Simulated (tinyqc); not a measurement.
Mass anisotropy: shallow donor in an anisotropic valley (effective-mass theory).

One valley: H = -c [(d2/dx2 + d2/dy2)/mt + (d2/dz2)/ml] - q/(eps r), c = hbar^2/2m0, q = e^2/(4 pi eps0). Trial function exp(-sqrt((x^2 + y^2)/a^2 + z^2/b^2)) with a > b: T = (c/3)(2/(mt a^2) + 1/(ml b^2)), V = -(q/eps) atan(u/b)/u, u = sqrt(a^2 - b^2). The central cell of the impurity is left out.

Constants: hbar^2/2m0 = 3.80998211 eV angstrom^2; e^2/(4 pi eps0) = 14.39964547 eV angstrom; Ry = 13.60569312 eV; a0 (Bohr radius) = 0.5291772105 angstrom.

Values chosen for the exercise (out of a larger set: near those of GaP; not measured data):
- mt = 0.256 m0 (transverse mass)
- eps = 11.3 (dielectric constant)
- xs = (1.2, 2.1, 3, 4.1, 9.3, 18, 68, 210) (ratios ml/mt)

mt and eps fixed, ml varied. Energies in units of Ry*(mt) = Ry mt/eps^2 and lengths in a*(mt) = a0 eps/mt; the last two columns use one mass, 3/(1/ml + 2/mt) or (ml mt^2)^(1/3).

Results:

| ml/mt | a/a* | b/a | binding | conductivity mass | density-of-states mass |
|---|---|---|---|---|---|
| 1.20 | 0.962 | 0.937 | 1.062 | 1.059 | 1.063 |
| 2.10 | 0.862 | 0.768 | 1.259 | 1.212 | 1.281 |
| 3.00 | 0.809 | 0.678 | 1.389 | 1.286 | 1.442 |
| 4.10 | 0.768 | 0.608 | 1.506 | 1.337 | 1.601 |
| 9.30 | 0.680 | 0.457 | 1.812 | 1.423 | 2.103 |
| 18.0 | 0.627 | 0.364 | 2.052 | 1.459 | 2.621 |
| 68.0 | 0.552 | 0.231 | 2.492 | 1.489 | 4.082 |
| 210 | 0.511 | 0.158 | 2.801 | 1.496 | 5.944 |

What can be read from this table?

The binding grows from 1.06 to 2.80 Ry*(mt); for ml going to infinity the exact problem becomes two-dimensional, with 4 Ry*. The conductivity mass saturates at 1.5 and underbinds, by 11 % at ml/mt = 4.1; the density-of-states mass errs by +6 % there and by +112 % in the last row. With these mt and eps one unit is 27.28 meV.

Program tinyqc; command `OMP_NUM_THREADS=1 python tinyqc.py 1280809 1280810 out.jsonl`; about 0.01 s on one thread of a shared Intel(R) Xeon(R) Processor @ 2.30GHz.
